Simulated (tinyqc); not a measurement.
Disorder and hopping from G and Sigma.

Question. In a semi-elliptic band with self-consistent Born disorder, Sigma = D G and G = 1/(z - (t^2 + D) G), z = E + i eta. Find D and t.

Values chosen for this exercise:
- eta = 0.01 eV (bare broadening)
- E = -0.941 eV (energy from the band centre)

G = -0.23554326-0.66578340i 1/eV
Im Sigma = -0.65912557 eV

Answer. D = Im Sigma/Im G, and t^2 + D = (z - 1/G)/G.

D = 0.990 eV^2
t = 1.00 eV

tinyqc, about 0.01 s, one thread, Intel Xeon 2.30GHz (shared host): `OMP_NUM_THREADS=1 python tinyqc.py 2720103 2720104 out.jsonl`
